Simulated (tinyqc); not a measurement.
# Undoped symmetric double-gate MOSFET, analytic potential model, step by step

Computed by the program tinyqc: `OMP_NUM_THREADS=1 python tinyqc.py 2440153 2440154 out.jsonl`, one thread of a shared Intel Xeon 2.30GHz, about 0.03 s for the whole run. Printed values are rounded.

An undoped body of thickness ts between two equal insulators and tied gates; long channel, electrons only, n = ni exp((psi - V)/Vt) with V the quasi-Fermi potential (0 at the source, Vd at the drain), constant mobility, no quantisation. Across the body psi(x) = V - 2 Vt ln[(ts/(2 beta)) sqrt(q ni/(2 eps0 eps_r Vt)) cos(2 beta x/ts)], x from the centre. Q is the electron charge per area of the whole body.

Inputs (values chosen for the exercise); material values those of a made-up semiconductor:
```
symbol    value        unit                                             meaning
T           300           K                                         temperature
Eg         1.38          eV                                            band gap
eps_r      9.72                      relative permittivity of the semiconductor
Nc      3.03e19       cm^-3              conduction-band density of states at T
Nv      3.01e19       cm^-3                 valence-band density of states at T
eox        3.92                     relative permittivity of the gate insulator
tox        0.88          nm                                 insulator thickness
ts            5          nm                                      body thickness
dphi      -0.01           V  gate work function less that of the intrinsic body
mu          230  cm^2/(V s)                                    channel mobility
L           0.1          um                                         gate length
Vg         1.41           V                                        gate voltage
Vd          0.1           V                                       drain voltage
```

Constants: q = 1.602176634e-19 C, kB = 1.380649e-23 J/K, Vt = kB T/q, eps0 = 8.8541878128e-14 F/cm where lengths are in cm. Results are converted to the units shown.

Range of the model: In a body this thin, quantum confinement raises the threshold; it is left out. The surface density at the source passes 0.3 Nc, where Boltzmann statistics fail.

## Constants of the body

ni = sqrt(Nc Nv) exp(-Eg/(2 Vt)), Eg in volts; r = eps_r tox/(eox ts); V0 = dphi + 2 Vt ln[(2/ts) sqrt(2 eps0 eps_r Vt/(q ni))].

ni = 7.735969e7 cm^-3
r = 0.4364082
V0 = 0.6304588 V

## Iteration 1: beta at the source by Newton steps

beta at the start = 1.4

With V = 0: f = ln(beta) - ln(cos beta) + 2 r beta tan(beta) - (Vg - V0)/(2 Vt); f' = 1/beta + tan(beta) + 2 r [tan(beta) + beta/cos^2(beta)]; beta(new) = beta - f/f'.

f = -5.883695
f' = 53.87077
beta after iteration 1 = 1.509219

## Iteration 2: beta at the source by Newton steps

As before.

f = 9.487673
f' = 378.8770
beta after iteration 2 = 1.484177

## Course of the iteration: beta at the source by Newton steps

Stop when beta changes by less than 1e-11, or after 40 iterations. beta must stay between 0 and pi/2.

Course of the iteration:
```
iteration      beta  |change|
1          1.509219     0.109
2          1.484177    0.0250
3          1.470440    0.0137
4          1.468028   2.41e-3
5          1.467971   5.69e-5
6          1.467971   3.02e-8
7          1.467971   < 1e-13
```

Converged in 7 iterations. At the end the number of correct digits about doubles with each step.

## Charges and drain current

beta_s = 1.467971
beta_d = 1.452182

beta (between 0 and pi/2) solves (Vg - V0 - V)/(2 Vt) = ln(beta) - ln(cos beta) + 2 r beta tan(beta). Q = 8 eps0 eps_r Vt beta tan(beta)/ts; I = mu (1/L)(4 eps0 eps_r/ts)(2 Vt)^2 [g(beta_s) - g(beta_d)] per width, g = beta tan(beta) - beta^2/2 + r beta^2 tan^2(beta), with beta_s at V = 0 and beta_d at V = Vd.

Qs = 5064.193 nC/cm^2
Qd = 4337.797 nC/cm^2
g(beta_s) = 101.4677
g(beta_d) = 75.93070
I = 1081.062 uA/um

The term r beta^2 tan^2(beta), which gives the square law, makes up 87.0 % of g at the source.

## Potential and electron density across the body at the source

x/ts, point 0 to 6: [0, 0.1, 0.2, 0.3, 0.4, 0.45, 0.5]

psi(x) as above with V = 0 and beta = beta_s; n = ni exp(psi/Vt).

psi, point 0 to 6 (V): [0.6603070, 0.6625681, 0.6697853, 0.6836614, 0.7095091, 0.7326001, 0.7780102]
n, point 0 to 6 (cm^-3): [9.575984e18, 1.045127e19, 1.381698e19, 2.363313e19, 6.423069e19, 1.569113e20, 9.088892e20]

The density at the surface is 94.9 times that at the centre (1/cos^2 beta). It reaches 30 Nc, where Boltzmann statistics overestimate it.
